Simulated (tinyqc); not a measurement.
Inside a calculation. Model: AlGaN/GaN HEMT with access regions, lumped model.

tinyqc, about 0.02 s, one thread, Intel Xeon 2.30GHz (shared host): `OMP_NUM_THREADS=1 python tinyqc.py 2570041 2570042 out.jsonl` Printed values are rounded.

A polarisation-induced electron sheet under a Schottky gate, in series with two ungated access regions and contacts. Drift law v = mu E/(1 + mu E/vs) under the gate. Currents in mA/mm, resistances in ohm mm. No self-heating, no channel-length modulation; fits for polarisation, barrier and offset are chosen for the exercise.

Values chosen for this exercise; values close to those of AlGaN/GaN structures: aluminium share of the barrier x = 0.24; barrier thickness d = 30 nm; relative permittivity of barrier and channel eps_r = 9; channel mobility mu = 1900 cm^2/(V s); saturation velocity vs = 1.1e7 cm/s; gate length Lg = 0.15 um; source access length Ls = 1.5 um; drain access length Ld = 12 um; resistance of each contact Rc = 0.31 ohm mm; share of the drain-access electrons removed by traps ft = 0.45; gate voltage Vg = 0 V; critical field Ec = 2.6 MV/cm; depth over which the depleted charge spreads te = 0.39 um; insulator under the field plate tf = 500 nm; relative permittivity of that insulator ei = 7.5.

Constants: q = 1.602176634e-19 C, eps0 = 8.8541878128e-14 F/cm where lengths are in cm. Results are converted to the units shown.

## Polarisation charge, threshold and sheet resistance

sigma = (5e13 x + 1.6e13 x^2) cm^-2, phiB = 0.84 + 1.3 x, dEc = 0.7 (1.71 x + x^2) in volts, Cb = eps0 eps_r/d, VT = phiB - dEc - q sigma/Cb, access density n0 = -Cb VT/q. Rsh = 1/(q mu n0); largest access current q n0 vs.

sigma = 1.292160e13 cm^-2
Cb = 0.2656256 uF/cm^2
VT = -6.969534 V
n0 = 1.155482e13 cm^-2
Rsh = 284.2973 ohm
q n0 vs = 2036.415 mA/mm

## On-resistance and breakdown

sigma = (5e13 x + 1.6e13 x^2) cm^-2, phiB = 0.84 + 1.3 x, dEc = 0.7 (1.71 x + x^2) in volts, Cb = eps0 eps_r/d, VT = phiB - dEc - q sigma/Cb, access density n0 = -Cb VT/q. Ron = 2 Rc + Ls/(q mu n0) + Ld/(q mu (1 - ft) n0) + Lg/(mu Cb (Vg - VT)). Off state: a depleted stretch that holds the voltage V has the peak field sqrt(k V), k = 2 q n0/(eps0 eps_r te), so one edge holds V1 = Ec^2/k. The sheet under the plate pinches off at Vf = q n0 (1/Cb + tf/(eps0 ei)); beyond it the gate edge is screened. BV = V1 if Vf >= V1, else Vf + V1, and at most Ec Ld. Specific resistance Ron (Ls + Lg + Ld); figure of merit BV^2 over it.

Ron = 7.291940 ohm mm
Vf = 146.3602 V
V1 = 56.74124 V
BV = 56.74124 V
specific resistance = 0.9953498 mohm cm^2
figure of merit = 3.234610 MW/cm^2

The plate pinches off too late to screen the gate edge, so it adds nothing.
